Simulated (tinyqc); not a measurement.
Radius from the resistance.

Inverse problem. Two half-spaces of a free-electron metal (one valley, spin 2) meet through a circular opening of radius a in an insulating sheet. kF = (3 pi^2 n)^(1/3), resistivity rho = hbar kF/(n q^2 l). Maxwell: RM = rho/(2 a); Sharvin: RS = 4 rho l/(3 pi a^2); interpolation R = RS + gamma RM, gamma = (1 + 0.83 K)/(1 + 1.33 K), K = l/a. Find a.

Inputs (values chosen for the exercise):
- n = 5e21 cm^-3 (free-electron density)
- l = 4.2 nm (mean free path)

Constants: q = 1.602176634e-19 C, hbar = 1.054571817e-34 J s. Results are converted to the units shown.

R = 949.50248 ohm

Solution. R falls steadily as a grows, so there is one root, found by bisection.

a = 1.600 nm
K = 2.625

Program tinyqc, `OMP_NUM_THREADS=1 python tinyqc.py 2760118 2760119 out.jsonl`; Intel Xeon 2.30GHz, shared host, one thread, about 0.01 s.
